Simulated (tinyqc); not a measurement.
# Planar metal-insulator-metal capacitor: capacitance, non-linearity, leakage and relaxation: what changes with what

A film between two metal electrodes, each interface adding a series capacitance ci. The small-signal permittivity is ek (1 + aq E^2); the field is found with the linear permittivity. Leakage J = J0 sinh(E/Ef). After a voltage step the film passes a relaxation current kr C V tt^(-nr), tt being the time in seconds.

Parameters, values chosen for the exercise; permittivity of the order of that of tantalum oxide:

| symbol | value | unit | meaning |
|---|---|---|---|
| ek | 26.9 |  | relative permittivity of the film |
| t | 13 | nm | film thickness |
| ci | 240 | uF/cm^2 | capacitance of each electrode interface (dead layer and screening) |
| aq | 0.0095 | cm^2/MV^2 | quadratic field coefficient of the permittivity |
| V | 1.1 | V | bias |
| nr | 0.93 |  | exponent of the relaxation current |
| kr | 0.00025 |  | strength of the relaxation |
| J0 | 5.5e-11 | A/cm^2 | leakage prefactor |
| Ef | 0.5 | MV/cm | field for an e-fold rise of the leakage |
| t0 | 2e-8 | s | duration of the write pulse |

Constants: eps0 = 8.8541878128e-14 F/cm where lengths are in cm. Results are converted to the units shown.

Each table varies one quantity; the others keep the values above.

## Capacitance, non-linearity and leakage against thickness

Planar film: Cf = eps0 ek/t, 1/C = 1/Cf + 2/ci, EOT = 3.9 eps0/C, effective permittivity C t/eps0, E = (V/t) C/Cf; quadratic coefficient [C(V)/C - 1]/V^2 with Cf (1 + aq E^2) in C(V).

Capacitance, non-linearity and leakage against thickness:
```
t (nm),C (uF/cm^2),EOT (nm),effective permittivity,E (MV/cm),quadratic coefficient (ppm/V^2),J (A/cm^2)
2.5,8.8264,0.39123,24.921,4.0764,1.1948e5,9.5504e-8
3.7,6.1095,0.56521,25.530,2.8216,59098,7.7651e-9
5.5,4.1797,0.82617,25.963,1.9303,28202,1.3056e-9
8.2,2.8360,1.2176,26.264,1.3098,13145,3.7555e-10
12,1.9525,1.7686,26.462,0.90175,6279.6,1.6242e-10
18,1.3088,2.6384,26.607,0.60445,2837.1,8.3909e-11
27,0.87570,3.9433,26.704,0.40443,1274.8,4.9500e-11
40,0.59250,5.8280,26.767,0.27364,585.00,3.1626e-11
60,0.39565,8.7277,26.811,0.18273,261.29,2.0551e-11
```

C falls from 8.83 to 0.396 uF/cm^2 while the effective permittivity goes from 24.9 to 26.8 (ek = 26.9). EOT is a straight line in t with slope 3.9/ek = 0.145 and intercept 0.0288 nm. The quadratic coefficient goes as t^(-1.80) between the first two rows and t^(-1.99) between the last two (-2 without interfaces), and J falls by 3.67 decades. For t = 2.5, 3.7 direct tunnelling, left out, would add to the leakage.

## Charge lost after writing

Planar film: Cf = eps0 ek/t, 1/C = 1/Cf + 2/ci, EOT = 3.9 eps0/C, effective permittivity C t/eps0, E = (V/t) C/Cf. A capacitor written for t0 and then left open loses, as a share of C V, kr (tt^(1 - nr) - t0^(1 - nr))/(1 - nr) by relaxation and J tt/(C V) by leakage; both are taken as small, and rows far outside that range are left out.

The same in every row: leakage current (nA/cm^2) = 0.1404.

Result of one run:
```
tt (s),relaxation current (nA/cm^2),loss by relaxation (%),loss by leakage (%),total loss (%)
0.0001,2604,0.08418,7.075e-7,0.08418
```

What becomes of these results when the time since the start of the write pulse tt is changed from 0.0001 to 0.01 s, all else the same?

Result of the changed run:
```
tt (s),relaxation current (nA/cm^2),loss by relaxation (%),loss by leakage (%),total loss (%)
0.01,35.95,0.1555,7.075e-5,0.1555
```

The whole series:
```
tt (s),relaxation current (nA/cm^2),loss by relaxation (%),loss by leakage (%),total loss (%)
1e-6,1.887e5,0.03253,7.075e-9,0.03253
1e-5,2.217e4,0.05627,7.075e-8,0.05627
0.0001,2604,0.08418,7.075e-7,0.08418
0.001,306.0,0.1170,7.075e-6,0.1170
0.01,35.95,0.1555,7.075e-5,0.1555
0.1,4.224,0.2007,7.075e-4,0.2014
1,0.4963,0.2539,0.007075,0.2610
10,0.05831,0.3164,0.07075,0.3871
100,0.006850,0.3897,0.7075,1.097
1000,8.048e-4,0.4760,7.075,7.551
```

The two currents are equal at tt = 3.89 s. The loss by relaxation grows from 0.0325 to 0.476 %, by 0.0237 points over the first decade and 0.0862 over the last, while the loss by leakage grows tenfold a decade. Leakage is the larger loss for tt = 100, 1000 s. For tt = 1000 the falling voltage would already cut the leakage, so the linear estimate overstates the loss.

tinyqc, about 0.01 s, one thread, Intel Xeon 2.30GHz (shared host): `OMP_NUM_THREADS=1 python tinyqc.py 2102041 2102042 out.jsonl`
